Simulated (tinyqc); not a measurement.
Short-channel transistor, virtual-source model with series resistance: effect of the temperature on the on and off currents.

The current per gate width is the charge at the top of the source barrier (the virtual source) times its velocity times a saturation function; al and be are fitting constants of the model. Units: I in uA/um, Rs in ohm um, so I Rs = 1e-6 I Rs in volts; Q in uC/cm^2, so I = 1e-4 Q vx0 Fsat with vx0 in cm/s.

Intrinsic voltages Vg' = Vgs - I Rs, Vd' = Vds - 2 I Rs. n = n0 + nd Vd', VT = VT0 - dl Vd', Ff = 1/(1 + exp((Vg' - VT + al Vt/2)/(al Vt))), Q = Cinv n Vt ln(1 + exp((Vg' - VT + al Vt Ff)/(n Vt))), Vdsat = (vx0 L/mu)(1 - Ff) + Vt Ff, Fsat = u/(1 + u^be)^(1/be) with u = Vd'/Vdsat, and I = Q vx0 Fsat per width. I is solved self-consistently. Ion is I at Vgs = Vds = 1.2 V, Ioff at Vgs = 0, Vds = 1.2 V, and Rlin = Vds/I at Vgs = 1.2 V, Vds = 0.05 V. mu, vx0, VT0, dl and n0 are held fixed.

Values chosen for this exercise: inversion capacitance Cinv = 1.93 uF/cm^2; velocity at the virtual source vx0 = 1.11e7 cm/s; apparent mobility mu = 370 cm^2/(V s); channel length L = 16 nm; threshold at zero drain voltage VT0 = 0.5 V; drain-induced barrier lowering dl = 0.175 V/V; subthreshold factor n0 = 1.54; growth of n with drain voltage nd = 0.05 1/V; threshold shift (in units of Vt) from weak to strong inversion al = 3.5; sharpness of saturation be = 1.8; series resistance of each contact Rs = 200 ohm um.

Constants: q = 1.602176634e-19 C, kB = 1.380649e-23 J/K, Vt = kB T/q. Results are converted to the units shown.

Result of one run:
```
T (K),Ion (uA/um),Ioff (nA/um),log10(Ion/Ioff),Rlin (ohm um)
230,1232,61.18,4.304,433.3
```

What becomes of these results when the temperature T is changed from 230 to 380 K, all else the same?

Result of the changed run:
```
T (K),Ion (uA/um),Ioff (nA/um),log10(Ion/Ioff),Rlin (ohm um)
380,1232,2977,2.617,433.2
```

The whole series:
```
T (K),Ion (uA/um),Ioff (nA/um),log10(Ion/Ioff),Rlin (ohm um)
200,1232,13.84,4.949,433.3
230,1232,61.18,4.304,433.3
260,1232,192.1,3.807,433.3
290,1232,474.8,3.414,433.3
320,1232,986.7,3.096,433.3
350,1232,1801,2.835,433.2
380,1232,2977,2.617,433.2
410,1233,4555,2.432,433.2
```

As T goes from 200 to 410 K, Ion stays near 1230 uA/um, Ioff rises from 13.8 to 4560 nA/um and Rlin stays near 433 ohm um. Ion changes by a factor of 1.00 and Ioff by 329. For T = 350 to 410 K the off current passes 1 uA/um, so the device is hardly off at Vgs = 0.

Program tinyqc, `OMP_NUM_THREADS=1 python tinyqc.py 2380095 2380096 out.jsonl`; Intel Xeon 2.30GHz, shared host, one thread, about 0.01 s.
